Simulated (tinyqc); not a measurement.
Line constants from open and short measurements.

Inverse problem. A uniform line of length len, under a quarter wavelength, has Z_open = Zc coth(gamma len) and Z_short = Zc tanh(gamma len); gamma Zc = r + i w l and gamma/Zc = g + i w c, w = 2 pi f. Find r, l and c.

Values chosen for this exercise:

| symbol | value | unit | meaning |
|---|---|---|---|
| len | 4.7 | mm | length |
| f | 0.64 | GHz | frequency |

Zin with the far end open = 18.31427-359.50038i ohm
Zin with the far end shorted = 33.489377+4.591854i ohm

Solution. The product of the two impedances is Zc^2 and their ratio tanh^2(gamma len); the principal branch holds below a quarter wavelength.

r = 7.064 ohm/mm
l = 0.2964 nH/mm
c = 146.4 pF/m

tinyqc, about 0.01 s, one thread, Intel Xeon 2.30GHz (shared host): `OMP_NUM_THREADS=1 python tinyqc.py 2810210 2810211 out.jsonl`
